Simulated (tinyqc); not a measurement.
## Van der Pauw, Hall and four-point-probe measurements on a doped layer: correction factor against the shape of the sample

A uniform p-type layer with sheet resistance Rs = 1/(q ns mu), point contacts, low field (mu B small).

Rs = 1/(q ns mu). For a rectangle with contacts at the corners, RA = (8 Rs/pi) sum_(k>=0) ln coth((2k + 1) pi a/(2 b)) with current along a short side b and voltage along the opposite one, RB the same with a and b exchanged. ar = a/b. F = Rs/[(pi/ln 2)(RA + RB)/2]; small-asymmetry estimate 1 - (ln 2/2) d^2 - ((ln 2)^2/4 - (ln 2)^3/12) d^4 with d = (RB - RA)/(RB + RA).

Inputs (values chosen for the exercise):
- ns = 1.3e14 cm^-2 (sheet density of the layer)
- mu = 49 cm^2/(V s) (drift mobility)

Constants: q = 1.602176634e-19 C. Results are converted to the units shown.

Correction factor against the shape of the sample:
```
ar    RA (ohm)  RB (ohm)  RB/RA       F  estimate of F
1        216.2     216.2  1.000   1.000          1.000
1.14     139.1     318.9  2.293  0.9442         0.9444
1.29     86.75     441.5  5.089  0.8185         0.8249
1.43     55.86     563.9  10.09  0.6977         0.7254
1.57     35.98     691.4  19.22  0.5944         0.6577
1.71     23.18     822.3  35.48  0.5114         0.6167
1.86     14.47     964.9  66.70  0.4415         0.5917
2        9.319      1100  118.0  0.3899         0.5787
```

RB/RA rises from 1.00 to 118 and F falls from 1.00 to 0.390. The estimate is 0.78 % above F at a/b = 1.29 and 48 % above it in the last row. RA shrinks about as exp(-pi a/b): by a factor of 1.55 between the last two rows, against 1.55.

Computed by the program tinyqc: `OMP_NUM_THREADS=1 python tinyqc.py 2850206 2850207 out.jsonl`, one thread of a shared Intel Xeon 2.30GHz, about 0.01 s for the whole run.
